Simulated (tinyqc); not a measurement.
# Frequency dispersion of an accumulation capacitance by border traps, distributed model: what changes with what

Traps spread evenly through the insulator exchange electrons with the semiconductor by tunnelling, with tau(x) = t0 exp(2 ka x) at depth x from the interface. The admittance per area Y seen at depth x obeys dY/dx = -Y^2/(i w eps0 eox) + q Nb ln(1 + i w tau)/tau, with Y(0) = i w Cs and w = 2 pi f; the gate sees Y(tox) = G + i w C. Working variable y = Y/(i w), in uF/cm^2. Cox = eps0 eox/tox.

Inputs (values chosen for the exercise); permittivity close to that of aluminium oxide: relative permittivity of the insulator eox = 8.57; insulator thickness tox = 5.3 nm; semiconductor capacitance in accumulation Cs = 3.5 uF/cm^2; density of border traps Nb = 4.5e19 cm^-3 eV^-1; decay constant of the wave function in the insulator ka = 5 1/nm; time constant of a trap at the interface t0 = 1e-10 s; frequency f = 1000 Hz.

Constants: q = 1.602176634e-19 C, eps0 = 8.8541878128e-14 F/cm where lengths are in cm. Results are converted to the units shown.

Each table varies one quantity; the others keep the values above.

## Capacitance and loss against frequency

Cox; trap-free value 1/(1/Cox + 1/Cs); response depth d = ln(1/(w t0))/(2 ka), where w tau = 1; lumped estimate: all traps within d act as C_bt = q Nb d placed at d/2, so C = 1/{1/[1/(1/Cs + d/(2 eps0 eox)) + C_bt] + (tox - d/2)/(eps0 eox)}. C and G from a fine integration; dispersion -d C/d log10 f over C, from f times and over 1.1. For a broad spread of time constants G/w is close to -(pi/2) dC/d ln w.

The same in every row: trap-free C (uF/cm^2) = 1.016.

Result of one run:
```
f (Hz)	d (nm)	C (uF/cm^2)	G/w (uF/cm^2)	dispersion (% a decade)	-(pi/2) dC/d ln w (uF/cm^2)	lumped C (uF/cm^2)
100	1.658	1.191	0.02248	2.763	0.02246	1.166
```

What becomes of these results when the frequency f is changed from 100 to 1e7 Hz, all else the same?

Result of the changed run:
```
f (Hz)	d (nm)	C (uF/cm^2)	G/w (uF/cm^2)	dispersion (% a decade)	-(pi/2) dC/d ln w (uF/cm^2)	lumped C (uF/cm^2)
1e7	0.5070	1.061	0.01348	1.862	0.01348	1.052
```

The whole series:
```
f (Hz)	d (nm)	C (uF/cm^2)	G/w (uF/cm^2)	dispersion (% a decade)	-(pi/2) dC/d ln w (uF/cm^2)	lumped C (uF/cm^2)
10	1.889	1.226	0.02467	2.946	0.02464	1.194
100	1.658	1.191	0.02248	2.763	0.02246	1.166
1000	1.428	1.160	0.02046	2.583	0.02043	1.140
10000	1.198	1.131	0.01856	2.403	0.01854	1.115
1e5	0.9675	1.105	0.01678	2.223	0.01676	1.092
1e6	0.7372	1.082	0.01509	2.043	0.01508	1.071
1e7	0.5070	1.061	0.01348	1.862	0.01348	1.052
```

C falls from 1.226 to 1.061 uF/cm^2, towards the trap-free 1.016; each decade of frequency removes ln 10/(2 ka) = 0.230 nm from the response depth. The dispersion falls from 2.95 to 1.86 % a decade and G/w falls from 0.0247 to 0.0135 uF/cm^2. G/w stays at 1.00 times -(pi/2) dC/d ln w, the relation for a broad spread of time constants.

## Effect of the density of border traps

Same model as above.

The same in every row: d (nm) = 1.428; trap-free C (uF/cm^2) = 1.016.

Effect of the density of border traps:
```
Nb (cm^-3 eV^-1)	C (uF/cm^2)	G/w (uF/cm^2)	dispersion (% a decade)	-(pi/2) dC/d ln w (uF/cm^2)	lumped C (uF/cm^2)
1e18	1.020	6.133e-4	0.08804	6.126e-4	1.019
2e18	1.024	0.001217	0.1741	0.001216	1.023
6e18	1.039	0.003543	0.4995	0.003539	1.036
1e19	1.053	0.005734	0.7974	0.005728	1.048
3e19	1.118	0.01499	1.963	0.01497	1.104
7e19	1.220	0.02758	3.310	0.02755	1.190
2e20	1.416	0.04549	4.700	0.04538	1.346
4e20	1.558	0.05432	5.094	0.05415	1.451
```

Read the table: what changes, and by how much?

As Nb goes from 1e18 to 4e20, C rises from 1.02 to 1.56 uF/cm^2, the dispersion rises from 0.0880 to 5.09 % a decade and G/w rises from 6.13e-4 to 0.0543 uF/cm^2. The lumped estimate is 0.046 % below C in the first row and 6.9 % below it in the last. The dispersion goes as Nb^(0.98) between the first two rows and Nb^(0.12) between the last two: dense traps near the interface screen those behind them.

Computed by the program tinyqc: `OMP_NUM_THREADS=1 python tinyqc.py 2202038 2202039 out.jsonl`, one thread of a shared Intel Xeon 2.30GHz, about 0.4 s for the whole run.
